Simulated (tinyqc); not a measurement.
The starting point: quasiparticle equation with a plasmon-pole self-energy for two band edges.

For each edge E = e + X + Sc(E), with the correlation part Sc(E) = A[0]/(E - a + w) + A[1]/(E - b - w); a and b are the valence and conduction energies that enter the Green function (a = ev, b = ec in the one-shot scheme). Z = 1/(1 - dSc/dE), dSc/dE = -A[0]/(E - a + w)^2 - A[1]/(E - b - w)^2.

Parameters, chosen for this exercise (scales of the order of those of SiO2; not measured data):
- ev = 0 eV (mean-field valence top)
- ec = 5.61 eV (mean-field conduction edge)
- w = 18.3 eV (pole energy)
- Av = (47.9, 20.4) eV^2 (weights of the valence state on the hole and electron poles)
- Ac = (23.6, 52.6) eV^2 (the same for the conduction state)
- Xv = -4.01 eV (exchange minus the mean-field potential, valence)
- Xc = 3.45 eV (the same, conduction)

The mean-field gap is opened by d (ev lowered by d/2, ec raised by d/2) and X is changed by the opposite amounts, so that e + X stays; one-shot and G-updated gaps.

Gaps (eV):

| d | start | one-shot | update G |
|---|---|---|---|
| 0.0 | 5.610 | 8.7866 | 9.1794 |
| 0.2 | 5.810 | 8.8106 | 9.1794 |
| 0.6 | 6.210 | 8.8578 | 9.1794 |
| 0.9 | 6.510 | 8.8926 | 9.1794 |
| 1.2 | 6.810 | 8.9270 | 9.1794 |
| 1.6 | 7.210 | 8.9721 | 9.1794 |

Give the missing row, d = 0.4.

Computed row:
```
d    start  one-shot  update G
0.4  6.010    8.8343    9.1794
```

The one-shot gap moves by a fraction 0.12 of any change of the starting gap, while the updated gap, 9.1794 eV, does not depend on it. The two agree where the start already equals the result, near d = 3.57 eV. A real change of starting point alters the orbitals and the screening too; this model holds both fixed.

(tinyqc, `OMP_NUM_THREADS=1 python tinyqc.py 1880208 1880209 out.jsonl`, Intel(R) Xeon(R) Processor @ 2.30GHz, 1 thread, shared host, about 0.02 s.)
